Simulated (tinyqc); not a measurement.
Eight-band Kane k.p model with strain: one step. Strain of a layer grown coherently on a (111) face.

Parameters, chosen for this exercise (near those of CdTe; not measured data):
```
symbol  value  unit      meaning
a       6.484  angstrom  lattice constant
a_sub   6.344  angstrom  lattice constant of the substrate
C11     54.4   GPa
C12     37.3   GPa
C44     19.2   GPa
face    111              growth face
```

Task: e_par = (a_sub - a)/a in the plane; no stress along the normal: e_perp = -(2 C11 + 4 C12 - 4 C44)/(C11 + 2 C12 + 4 C44) e_par; exx = eyy = ezz = (2 e_par + e_perp)/3 and exy = eyz = ezx = (e_perp - e_par)/3.

Give: e_par; e_perp; strain tensor in the cubic axes.

Result:

e_par = -0.021592
e_perp = 0.019011

strain tensor in the cubic axes:
```
,x,y,z
x,-0.008058,0.013534,0.013534
y,0.013534,-0.008058,0.013534
z,0.013534,0.013534,-0.008058
```

The layer is under compression in the plane; its volume changes by -2.417 %.

Program tinyqc; command `OMP_NUM_THREADS=1 python tinyqc.py 1081220 1081221 out.jsonl`; about 0.01 s on one thread of a shared Intel(R) Xeon(R) Processor @ 2.30GHz.
